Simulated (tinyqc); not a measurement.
Holstein polaron on two sites. Changing the hopping t. Computed by tinyqc, a small Python program. Command: `OMP_NUM_THREADS=1 python tinyqc.py 3010659 3010660 out.jsonl holstein sweep`. One thread of a shared host (Intel(R) Xeon(R) Processor @ 2.30GHz), about 0.02 s of CPU time with the checks.

One electron on sites 1 and 2: H = -t (c1+ c2 + c2+ c1) + hbar omega sum_i b_i+ b_i - g hbar omega sum_i n_i (b_i + b_i+). The symmetric phonon shifts the energy by -g^2 hbar omega/2 and drops out; with b = (b_1 - b_2)/sqrt(2) there remains H = -t sigma_x + hbar omega b+ b - (g hbar omega/sqrt(2)) sigma_z (b + b+). Parity splits it into blocks p = +1 and -1 over phonon numbers n. Zero-point energies are left out. Weights Z refer to mode b alone; the displaced symmetric mode multiplies the full zero-phonon weight by exp(-g^2/2).

Inputs (values chosen for the exercise, for a model dimer): phonon energy hbar omega = 63 meV; coupling g = 0.728.

Method. Block p: H_nn = n hbar omega - p t (-1)^n - g^2 hbar omega/2, H_(n,n+1) = -(g hbar omega/sqrt(2)) sqrt(n + 1). Use 60 levels in both blocks; Z = c_0^2 is the weight of n = 0 in the ground state c; the splitting is the lowest odd level less the lowest even one, which without coupling is the smaller of 2t and hbar omega; <sigma_x> = sum (-1)^n c_n^2 measures the kinetic energy.

One run for each value:
```
hopping t (meV)  splitting/(2t)  weight Z of n = 0 in mode b  <sigma_x>  mean phonon number in b
3.2                      0.5875                       0.7935     0.6355                   0.2352
5.9                      0.5850                       0.8131     0.6705                   0.2129
11.0                     0.5761                       0.8445     0.7264                   0.1771
21.0                     0.5453                       0.8893     0.8056                   0.1261
40.0                     0.4595                       0.9366     0.8889                   0.0721
75.0                     0.3223                       0.9710     0.9492                   0.0328
140.0                    0.1971                       0.9890     0.9807                   0.0124
500.0                    0.0609                       0.9989     0.9981                   0.0012
```

Give the missing row, hopping t (meV) = 270.0.

Computed row:
```
hopping t (meV)  splitting/(2t)  weight Z of n = 0 in mode b  <sigma_x>  mean phonon number in b
270.0                    0.1093                       0.9965     0.9939                   0.0039
```

Interpolating between the two neighbouring rows (the first column on a logarithmic scale, the others too where they are positive) misses most in mean phonon number in b, by 3.5 %. Over the rows, splitting/(2t) falls from 0.588 to 0.0609 (exponent d ln y / d ln x -0.0071 between the first rows and -0.95 between the last); weight Z of n = 0 in mode b rises from 0.793 to 0.999 (exponent d ln y / d ln x 0.040 between the first rows and 0.0039 between the last); <sigma_x> rises from 0.636 to 0.998 (exponent d ln y / d ln x 0.088 between the first rows and 0.0068 between the last). For t much below hbar omega the ratio tends to exp(-g^2) = 0.589; the first row has 0.588.

Caution (rows 40.0, 75.0, 140, 270, 500): with hbar omega below 2t the lowest odd level starts as a one-phonon state, so the splitting here is a softened phonon and not a narrowed hopping.

Extremes, crossings and ranges named in words are read from the listed rows.
